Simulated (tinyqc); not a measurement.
Static screening by free carriers: one step. A donor in the screened potential. Two cases, with inputs chosen for the exercise.

Task: Evaluate both terms at a = aD.

Donor in the screened potential -(e2/eps) exp(-qs r)/r with the trial function exp(-r/a): E(a) = c/(m a^2) - (e2/eps) 4/(a (2 + qs a)^2), e2 = e^2/(4 pi eps0), c = hbar^2/2m0; isotropic mass.

Constants: hbar^2/2m0 = 3.80998211 eV angstrom^2; e^2/(4 pi eps0) = 14.39964547 eV angstrom.

Give: kinetic term; potential term; E(aD); unscreened level -m Ry/eps^2 (Ry = 13.60569312 eV).

Case 1.

Values chosen (out of a larger set: near those of Ge; not measured data):
- aD = 32.7 angstrom (trial radius)
- m = 0.2225 m0 (mass of one isotropic valley)
- eps = 15.8 (background dielectric constant)

qs = 0.105264 1/angstrom

Result:

kinetic term = 16.014 meV
potential term = -3.764 meV
E(aD) = 12.250 meV
unscreened level -m Ry/eps^2 (Ry = 13.60569312 eV) = -12.127 meV

This trial radius gives no binding, nor does any radius up to 3 aB.

Case 2.

Values chosen (out of a larger set: near those of GaN; not measured data):
- aD = 38.8 angstrom (trial radius)
- m = 0.197 m0 (mass of one isotropic valley)
- eps = 9.55 (background dielectric constant)

qs = 0.0214341 1/angstrom

Result:

kinetic term = 12.847 meV
potential term = -19.386 meV
E(aD) = -6.540 meV
unscreened level -m Ry/eps^2 (Ry = 13.60569312 eV) = -29.389 meV

This trial radius gives a bound state.

Computed by tinyqc, one run a case: `OMP_NUM_THREADS=1 python tinyqc.py N N+1 out.jsonl` with N = 1652444, 1652459; one thread of a shared Intel(R) Xeon(R) Processor @ 2.30GHz, about 0.01 s a run at most.
